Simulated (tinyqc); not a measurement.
# Worked calculation: frequency dispersion of an accumulation capacitance by border traps, distributed model

Numbers from tinyqc (`OMP_NUM_THREADS=1 python tinyqc.py 2202082 2202083 out.jsonl`; about 0.5 s on one thread of a shared Intel Xeon 2.30GHz). Printed values are rounded.

Traps spread evenly through the insulator exchange electrons with the semiconductor by tunnelling, with tau(x) = t0 exp(2 ka x) at depth x from the interface. The admittance per area Y seen at depth x obeys dY/dx = -Y^2/(i w eps0 eox) + q Nb ln(1 + i w tau)/tau, with Y(0) = i w Cs and w = 2 pi f; the gate sees Y(tox) = G + i w C. Working variable y = Y/(i w), in uF/cm^2. Cox = eps0 eox/tox.

Values chosen for this exercise; permittivity close to that of zirconium oxide:
- eox = 22.6 (relative permittivity of the insulator)
- tox = 8.4 nm (insulator thickness)
- Cs = 0.91 uF/cm^2 (semiconductor capacitance in accumulation)
- Nb = 1.9e19 cm^-3 eV^-1 (density of border traps)
- ka = 5.8 1/nm (decay constant of the wave function in the insulator)
- t0 = 4e-10 s (time constant of a trap at the interface)
- f = 1e6 Hz (frequency)
- xe = 0.95 nm (depth down to which the steps are taken)

Constants: q = 1.602176634e-19 C, eps0 = 8.8541878128e-14 F/cm where lengths are in cm. Results are converted to the units shown.

## Scales and lumped estimate

Cox; trap-free value 1/(1/Cox + 1/Cs); response depth d = ln(1/(w t0))/(2 ka), where w tau = 1; lumped estimate: all traps within d act as C_bt = q Nb d placed at d/2, so C = 1/{1/[1/(1/Cs + d/(2 eps0 eox)) + C_bt] + (tox - d/2)/(eps0 eox)}.

Cox = 2.38220 uF/cm^2
trap-free C = 0.658466 uF/cm^2
d = 0.516049 nm
C_bt = 0.157092 uF/cm^2
lumped C = 0.738895 uF/cm^2

The traps within reach amount to 0.173 Cs and lie in the first 6.14 % of the insulator.

## Midpoint steps through the active depth

In terms of y: dy/dx = -y^2/(eps0 eox) + s(x), s = q Nb ln(1 + z)/z, z = i w tau. 9 midpoint steps of h = xe/9: y_half = y + (h/2) y'(x, y), y(new) = y + h y'(x + h/2, y_half).

| point | x (nm) | s (uF/(cm^2 nm)) | y (uF/cm^2) |
|---|---|---|---|
| 0 | 0 | 0.304413-0.000383i | 0.91000+0.00000i |
| 1 | 0.105556 | 0.304406-0.001301i | 0.93763-0.00007i |
| 2 | 0.211111 | 0.304328-0.004426i | 0.96499-0.00033i |
| 3 | 0.316667 | 0.303425-0.014992i | 0.99204-0.00118i |
| 4 | 0.422222 | 0.293631-0.048553i | 1.01849-0.00405i |
| 5 | 0.527778 | 0.226692-0.111381i | 1.04163-0.01241i |
| 6 | 0.633333 | 0.103057-0.108733i | 1.05297-0.02513i |
| 7 | 0.738889 | 0.034327-0.059397i | 1.05350-0.03364i |
| 8 | 0.844444 | 0.010448-0.025701i | 1.04968-0.03744i |
| 9 | 0.95 | 0.003102-0.009982i | 1.04450-0.03872i |

## Capacitance and conductance at the gate

y at xe = 1.04450-0.03872i uF/cm^2

Beyond xe the traps are ignored, so 1/y(tox) = 1/y(xe) + (tox - xe)/(eps0 eox); C = Re y, G/w = -Im y, loss tangent G/(w C).

y at the gate = 0.752256-0.020069i uF/cm^2
C = 0.752256 uF/cm^2
G/w = 0.0200692 uF/cm^2
loss tangent = 0.0266787

A fine integration over the whole insulator gives C = 0.75244 and G/w = 0.02059 uF/cm^2; the coarse G/w is 2.5 % below that. The fine C is 14 % above the trap-free value, and the lumped estimate is 1.8 % below the fine result.
